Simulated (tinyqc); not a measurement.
Hubbard ring of 4 sites, step by step. Computed by tinyqc, a small Python program that keeps every step. Settings: hopping = 1.81, U = 1.8, mixing = 0.5, iteration cap = 61. Command: `OMP_NUM_THREADS=1 python tinyqc.py 25752 25753 out.jsonl` (the two numbers bound the seeds that draw the settings). One thread of a shared host (Intel(R) Xeon(R) Processor @ 2.60GHz), about 0.2 s of CPU time with the checks. Later iterations appear only in the table of the cycle.

## Mean-field iteration 1

one-body matrix (hopping and site energies) (eV), lower triangle:
```
          1         2         3         4
1  -0.33000
2  -1.81000  -0.85000
3   0.00000  -1.81000   0.67000
4  -1.81000   0.00000  -1.81000  -0.05000
```

U = 1.80000 eV

electrons, up and down: 2  2

mixing = 0.50000

n(up) at the start (a guess, not normalised): 1 0.50000, 2 0.50000, 3 0.50000, 4 0.50000

n(down) at the start (a guess): 1 0.50000, 2 0.50000, 3 0.50000, 4 0.50000

H(up) = T + U n(down), H(down) = T + U n(up); fill the lowest levels; n(new) = n + mixing (n(out) - n); E = tr T (rho up + rho down) + U sum n_up n_down of the output.

levels, up (eV): -2.92756  0.45259  1.06328  4.45169

levels, down (eV): -2.92756  0.45259  1.06328  4.45169

energy = -6.23316 eV

n(up) after iteration 1: 1 0.40274, 2 0.65878, 3 0.33655, 4 0.60193

n(down) after iteration 1: 1 0.40274, 2 0.65878, 3 0.33655, 4 0.60193

## Mean-field iteration 2

As before.

levels, up (eV): -2.90351  0.67491  0.84428  4.42432

levels, down (eV): -2.90351  0.67491  0.84428  4.42432

energy = -6.31594 eV

n(up) after iteration 2: 1 0.38303, 2 0.72547, 3 0.26922, 4 0.62229

n(down) after iteration 2: 1 0.38303, 2 0.72547, 3 0.26922, 4 0.62229

## Mean-field iteration 3

As before.

levels, up (eV): -2.89456  0.72647  0.79355  4.41453

levels, down (eV): -2.89456  0.72647  0.79355  4.41453

energy = -6.08780 eV

n(up) after iteration 3: 1 0.49999, 2 0.64961, 3 0.34771, 4 0.50269

n(down) after iteration 3: 1 0.49999, 2 0.64961, 3 0.34771, 4 0.50269

## Convergence

Each step fills the lowest levels of T + U n(other spin) and sets n(new) = n + mixing (n(out) - n); stop when output and input agree to 1e-8.

Course of the cycle:
```
iteration      E (eV)  largest |n(out) - n(in)|  mean |n_up - n_down|
1          -6.2331609                  3.27e-01               0.00000
2          -6.3159400                  1.35e-01               0.00000
3          -6.0877966                  2.39e-01               0.00000
4          -6.2534187                  2.12e-01               0.00000
5          -6.3021156                  1.14e-01               0.00000
6          -6.2870693                  1.39e-01               0.00000
7          -5.6881515                  3.36e-01               0.00000
8          -6.2276486                  2.73e-01               0.00000
9          -6.3280512                  7.88e-02               0.00000
10         -5.9662100                  2.65e-01               0.00000
11         -6.2429783                  2.38e-01               0.00000
...               ...                       ...                   ...
51         -6.3482247                  2.64e-02               0.00000
52         -6.3490781                  1.04e-02               0.00000
53         -6.3487752                  1.15e-02               0.00000
54         -6.3456038                  2.77e-02               0.00000
55         -6.2698817                  1.22e-01               0.00000
56         -6.2745425                  1.66e-01               0.00000
57         -5.7916081                  3.12e-01               0.00000
58         -6.2327971                  2.62e-01               0.00000
59         -6.3372810                  6.43e-02               0.00000
60         -6.1298329                  2.05e-01               0.00000
61         -6.2555537                  2.08e-01               0.00000
```

Not converged within 61 iterations: the residual wanders without falling. The lowest mean-field energy found from random starts is -6.61292 eV. Reruns (cap 100 unless said): mixing 0.2: converged in 57 to a higher stationary point (E = -6.34920); mixing 0.9: not converged; the original settings with a cap of 400: not converged.

## Exact diagonalisation (36 states)

Lowest levels of the sector, and the double occupancy of the lowest state.

lowest levels (eV): -6.70222  -6.63535  -6.33682  -5.28969  -3.53065  -3.47229

double occupancy per site = 0.15421

## The lowest level by Lanczos steps

From a random start vector (not printed): a_j = <q_j|H|q_j>, b_j = norm of the remainder after orthogonalising; the Ritz value is the lowest eigenvalue of the tridiagonal matrix of a and b so far.

Lanczos:
```
j   a_j (eV)  b_j (eV)  lowest Ritz value (eV)
1   -0.42568   4.85825              -0.4256786
2    2.65684   4.46176              -3.9812851
3    0.56117   4.13947              -5.4109656
4    1.09559   4.00954              -6.1170830
5    3.11661   4.88299              -6.3614909
6    0.92031   4.41078              -6.5267410
7    2.08419   2.41152              -6.6589260
8    0.33660   2.65969              -6.6830433
9    1.48988   3.54393              -6.6870839
10   1.78838   4.05026              -6.6881656
```
